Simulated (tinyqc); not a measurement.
# Worked calculation: AlGaN/GaN HEMT with access regions, lumped model

Numbers from tinyqc (`OMP_NUM_THREADS=1 python tinyqc.py 2570071 2570072 out.jsonl`; about 0.02 s on one thread of a shared Intel Xeon 2.30GHz). Printed values are rounded.

A polarisation-induced electron sheet under a Schottky gate, in series with two ungated access regions and contacts. Drift law v = mu E/(1 + mu E/vs) under the gate. Currents in mA/mm, resistances in ohm mm. No self-heating, no channel-length modulation; fits for polarisation, barrier and offset are chosen for the exercise.

Values chosen for this exercise; values close to those of AlGaN/GaN structures: aluminium share of the barrier x = 0.22; barrier thickness d = 18 nm; relative permittivity of barrier and channel eps_r = 9.4; channel mobility mu = 1300 cm^2/(V s); saturation velocity vs = 1.4e7 cm/s; gate length Lg = 0.25 um; source access length Ls = 0.5 um; drain access length Ld = 2 um; resistance of each contact Rc = 0.15 ohm mm; share of the drain-access electrons removed by traps ft = 0; gate voltage Vg = -0.5 V; drain voltage Vd = 10 V; critical field Ec = 3 MV/cm; depth over which the depleted charge spreads te = 0.25 um; insulator under the field plate tf = 100 nm; relative permittivity of that insulator ei = 7.

Constants: q = 1.602176634e-19 C, eps0 = 8.8541878128e-14 F/cm where lengths are in cm. Results are converted to the units shown.

## Polarisation charge, threshold and sheet resistance

sigma = (5e13 x + 1.6e13 x^2) cm^-2, phiB = 0.84 + 1.3 x, dEc = 0.7 (1.71 x + x^2) in volts, Cb = eps0 eps_r/d, VT = phiB - dEc - q sigma/Cb, access density n0 = -Cb VT/q. Rsh = 1/(q mu n0); largest access current q n0 vs.

sigma = 1.17744e13 cm^-2
Cb = 0.462385 uF/cm^2
VT = -3.25108 V
n0 = 9.38256e12 cm^-2
Rsh = 511.711 ohm
q n0 vs = 2104.55 mA/mm

## Iteration 1: drain current

I at the start = 750 mA/mm

Access resistance R(L, n) = L/(q mu n sqrt(1 - (I/(q n vs))^2)); Rs = Rc + R(Ls, n0), Rd = Rc + R(Ld, (1 - ft) n0). Vg' = Vg - I Rs, Vd' = Vd - I (Rs + Rd); with u = Vg' - VT, Vc = vs Lg/mu and w the smaller of Vd' and Vc [sqrt(1 + 2 u/Vc) - 1] (0 if negative), the channel gives (mu Cb/Lg)(u w - w^2/2)/(1 + w/Vc). I(new) is that channel current.

Rs = 0.423834 ohm mm
Rd = 1.24534 ohm mm
Vg' = -0.817876 V
Vd' = 8.74812 V
channel current = 988.205 mA/mm
I after iteration 1 = 988.205 mA/mm

## Iteration 2: drain current

As before.

Rs = 0.439789 ohm mm
Rd = 1.30916 ohm mm
Vg' = -0.934602 V
Vd' = 8.27168 V
channel current = 930.145 mA/mm
I after iteration 2 = 930.145 mA/mm

## Course of the iteration: drain current

Stop when I changes by less than 1e-6 mA/mm, or after 60 iterations. I must stay below q (1 - ft) n0 vs.

Course of the iteration:
```
iteration  I (mA/mm)  |change| (mA/mm)
1            988.205               238
2            930.145              58.1
3            944.918              14.8
4            941.203              3.71
5            942.140             0.937
6            941.904             0.236
7            941.964            0.0595
8            941.949            0.0150
9            941.953           3.78e-3
10           941.952           9.53e-4
11           941.952           2.40e-4
12           941.952           6.05e-5
13           941.952           1.53e-5
14           941.952           3.85e-6
15           941.952           9.69e-7
```

Converged in 15 iterations. At the end each change is about 0.25 times the one before, with alternating sign: linear convergence. Of Vd, 83.7 % reaches the channel; the access current is 45 % of its limit.

## On-resistance and breakdown

sigma = (5e13 x + 1.6e13 x^2) cm^-2, phiB = 0.84 + 1.3 x, dEc = 0.7 (1.71 x + x^2) in volts, Cb = eps0 eps_r/d, VT = phiB - dEc - q sigma/Cb, access density n0 = -Cb VT/q. Ron = 2 Rc + Ls/(q mu n0) + Ld/(q mu (1 - ft) n0) + Lg/(mu Cb (Vg - VT)). Off state: a depleted stretch that holds the voltage V has the peak field sqrt(k V), k = 2 q n0/(eps0 eps_r te), so one edge holds V1 = Ec^2/k. The sheet under the plate pinches off at Vf = q n0 (1/Cb + tf/(eps0 ei)); beyond it the gate edge is screened. BV = V1 if Vf >= V1, else Vf + V1, and at most Ec Ld. Specific resistance Ron (Ls + Lg + Ld); figure of merit BV^2 over it.

Ron = 1.73046 ohm mm
Vf = 27.5052 V
V1 = 62.2870 V
BV = 89.7922 V
specific resistance = 0.0475876 mohm cm^2
figure of merit = 169.427 MW/cm^2

The plate raises BV by a factor of 1.44.
